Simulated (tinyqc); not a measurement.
# Which input was changed?

Model: Born-von Karman spring model of a cubic crystal with one atom per cell. Computed by tinyqc, a small Python program. Command: `OMP_NUM_THREADS=1 python tinyqc.py 3004486 3004487 out.jsonl springs which`. One thread of a shared host (Intel(R) Xeon(R) Processor @ 2.30GHz), about 0.5 s of CPU time with the checks.

First neighbours lie at a/2 (1,1,0) (12 of them), second at a (1,0,0) (6), with all permutations and signs; the volume per atom is Omega = a^3/4.

Inputs (values chosen for the exercise, for a model crystal): lattice constant a = 4.86 angstrom; atomic mass M = 124 u; radial spring k1L = 0.947 eV/angstrom^2; transverse spring k1T = 0 eV/angstrom^2; radial spring k2L = 0.056 eV/angstrom^2; transverse spring k2T = 0 eV/angstrom^2; mesh divisions n = 6; temperature T = 600 K.

Lattice: fcc.

Constants: 1 eV/angstrom^3 = 160.2176634 GPa; u = 1.6605390666e-27 kg; nu for 1 eV/(angstrom^2 u) = 15.6333042 THz; h x 1 THz = 4.135667696 meV; k_B = 8.617333262e-05 eV/K; hbar^2/u = 4.18015928e-03 eV angstrom^2; hbar = 1.054571817e-34 J s; k_B = 1.380649e-23 J/K.

Method:
- [ij,kl] = (1/(2 Omega)) sum_R K_ij R_k R_l; C11 = [xx,xx], C44 = [xx,yy], C12 = 2 [xy,xy] - C44; B = (C11 + 2 C12)/3; Zener ratio A = 2 C44/(C11 - C12). K(R) = kL n n^T + kT (1 - n n^T).
- rho = M/Omega and v = sqrt(C/rho), with C = C11, C44, C44 along [100]; (C11 + C12 + 2 C44)/2, C44, (C11 - C12)/2 along [110]; (C11 + 2 C12 + 4 C44)/3 and twice (C11 - C12 + C44)/3 along [111].
- A neighbour at R with unit vector n couples by the matrix K(R) = kL n n^T + kT (1 - n n^T), and D(q) = (1/M) sum_R K(R) [1 - cos(q.R)].
- An eigenvalue lambda of D in eV/(angstrom^2 u) gives nu = 15.6333042 THz x sqrt(lambda).
- Mesh: q = sum_i (m_i + 1/2)/n b_i, m_i = 0..n-1, with b = [[-1, 1, 1], [1, -1, 1], [1, 1, -1]] in 2 pi/a; sums are averages over the n^3 points, per atom.
- With x = h nu/(k_B T) and n = 1/(exp(x) - 1) for each mode: F = k_B T [x/2 + ln(1 - exp(-x))], U = k_B T x (n + 1/2), S/k_B = x n - ln(1 - exp(-x)), C/k_B = x^2 n (n + 1).
- <u_x^2> = (1/3) sum over modes of hbar^2/(2 M h nu) coth(x/2); zero-point energy = sum h nu/2. <u_x^2> converges slowly with the mesh, from below, with an error of order 1/n.
- Christoffel matrix G_xx = C11 n_x^2 + C44 (1 - n_x^2), G_xy = (C12 + C44) n_x n_y, with eigenvalues rho v^2; v_m^-3 is the mean of v^-3 over three branches and all directions (12 Gauss-Legendre points in cos(theta) times 24 angles phi = (j + 1/2) pi/12); q_D = (6 pi^2/Omega)^(1/3); Theta = hbar v_m q_D/k_B.

Task: One of these inputs alone was changed, within the range given: lattice constant a (2.43 to 9.72); radial spring k1L (0.4735 to 1.894); radial spring k2L (0.028 to 0.112); temperature T (300 to 1200). Which one, and to what value?

Results:
```
run     C11 (GPa)  elastic Debye temperature (K)  entropy S (k_B/atom)
before   69.82325                       203.7147              7.755492
after    60.85634                       189.8110              7.977666
```

Result:

Each candidate set to reproduce C11, and what it then gives:
```
candidate                           range searched  value needed  elastic Debye temperature (K)  entropy S (k_B/atom)
lattice constant a (angstrom)         2.43 to 9.72         5.576                         203.71                7.7555
radial spring k1L (eV/angstrom^2)  0.4735 to 1.894        0.8110                         189.81                7.9777
radial spring k2L (eV/angstrom^2)   0.028 to 0.112  out of reach                              -                     -
temperature T (K)                      300 to 1200     no effect                              -                     -
```

Only radial spring k1L fits every result: it went from 0.947 to 0.811 eV/angstrom^2. The next best candidate, lattice constant a, misses one result by 7.3 %.
